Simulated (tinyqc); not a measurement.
# Worked calculation: capacitance of parallel on-chip lines from Laplace's equation on a mesh

tinyqc, about 0.7 s, one thread, Intel Xeon 2.30GHz (shared host): `OMP_NUM_THREADS=1 python tinyqc.py 2790126 2790127 out.jsonl` Printed values are rounded.

Cross-section of an endless row of equal lines between two grounded planes; neighbours are driven in antiphase (+1 V and -1 V), so the plane midway between two lines is at 0 V. By symmetry one quarter is solved: x runs from the centre of a line (column 0, mirror) to that midplane (column 4, 0 V), y from the mid-height of the line (row 0, mirror) to the ground plane (row 5, 0 V). The line fills columns 0 to 1 and rows 0 to 2 at 1 V. Cells beside the line (below row 2) have e2, cells above have e1. Each link between nodes has the conductance g = mean permittivity of the two cells beside it (a cell beyond a mirror counts as 0), and the free nodes obey sum g (V_neighbour - V) = 0.

Parameters, values chosen for the exercise: relative permittivity above and below the lines e1 = 4.2; relative permittivity between the lines e2 = 2.7; over-relaxation factor om = 1.2.

Constants: eps0 = 8.8541878128e-12 F/m. Results are converted to the units shown.

## Link conductances

gx[j, i] joins node (row j, column i) to column i + 1, gy[j, i] to row j + 1.

gx:
```
       col 0  col 1  col 2  col 3
row 0   1.35   1.35   1.35   1.35
row 1    2.7    2.7    2.7    2.7
row 2   3.45   3.45   3.45   3.45
row 3    4.2    4.2    4.2    4.2
row 4    4.2    4.2    4.2    4.2
row 5    2.1    2.1    2.1    2.1
```

gy:
```
       col 0  col 1  col 2  col 3  col 4
row 0   1.35    2.7    2.7    2.7   1.35
row 1   1.35    2.7    2.7    2.7   1.35
row 2    2.1    4.2    4.2    4.2    2.1
row 3    2.1    4.2    4.2    4.2    2.1
row 4    2.1    4.2    4.2    4.2    2.1
```

## Iteration 1: relaxation sweep

V at the start (V):
```
       col 0  col 1  col 2  col 3  col 4
row 0      1      1      0      0      0
row 1      1      1      0      0      0
row 2      1      1      0      0      0
row 3      0      0      0      0      0
row 4      0      0      0      0      0
row 5      0      0      0      0      0
```

One sweep visits the free nodes row by row from row 0, left to right, and replaces V by V + om (weighted mean of the neighbours - V), using new values at once.

V after sweep 1 (V):
```
         col 0    col 1    col 2    col 3    col 4
row 0  1.00000  1.00000  0.30000  0.09000  0.00000
row 1  1.00000  1.00000  0.39000  0.14400  0.00000
row 2  1.00000  1.00000  0.39157  0.15128  0.00000
row 3  0.30000  0.39000  0.23447  0.11572  0.00000
row 4  0.09000  0.14400  0.11354  0.06878  0.00000
row 5  0.00000  0.00000  0.00000  0.00000  0.00000
```

## Iteration 2: relaxation sweep

As before.

V after sweep 2 (V):
```
         col 0    col 1    col 2    col 3    col 4
row 0  1.00000  1.00000  0.50100  0.21870  0.00000
row 1  1.00000  1.00000  0.53297  0.24208  0.00000
row 2  1.00000  1.00000  0.47783  0.21220  0.00000
row 3  0.50100  0.48584  0.31099  0.15444  0.00000
row 4  0.21870  0.21662  0.15621  0.07944  0.00000
row 5  0.00000  0.00000  0.00000  0.00000  0.00000
```

## Course of the relaxation

Stop when no node changes by 1e-7 V. C = 4 eps0 sum g (difference of V along the link)^2, in aF/um.

Course of the iteration:
```
sweep  C (aF/um)  largest change (V)
1        252.631               0.392
2        213.350               0.201
3        208.026              0.0842
4        207.286              0.0319
5        207.202              0.0113
6        207.193             4.25e-3
7        207.192             1.31e-3
8        207.192             4.15e-4
9        207.192             1.39e-4
10       207.192             4.42e-5
11       207.192             1.42e-5
12       207.192             4.65e-6
13       207.192             1.50e-6
14       207.192             4.87e-7
15       207.192             1.57e-7
16       207.192             5.08e-8
```

Converged in 16 sweeps. Over the last four sweeps the change shrinks by about 0.32 a sweep. C comes down from above, since the solution minimises the energy.

## Capacitance per length

converged V (V):
```
         col 0    col 1    col 2    col 3    col 4
row 0  1.00000  1.00000  0.63456  0.30443  0.00000
row 1  1.00000  1.00000  0.61690  0.29159  0.00000
row 2  1.00000  1.00000  0.54144  0.24502  0.00000
row 3  0.59364  0.55071  0.35975  0.17287  0.00000
row 4  0.27314  0.24946  0.17398  0.08671  0.00000
row 5  0.00000  0.00000  0.00000  0.00000  0.00000
```

C = 4 eps0 sum g (difference of V)^2 over all links (twice the energy of the four quarters, line at 1 V). Plate estimate without fringing: eps0 [2 e1 w/hd + 2 e2 t/(s/2)], w = 2 hx, t = 4 hx, s/2 = 3 hx, hd = 3 hx.

C = 207.192 aF/um
plate estimate = 113.334 aF/um

C depends on the shape only, not on the mesh step hx. Meshes 6, 12 and 24 times finer extrapolate (Aitken) to 192.6 aF/um; this mesh is 7.6 % above that, and the plate estimate is 41 % below it.
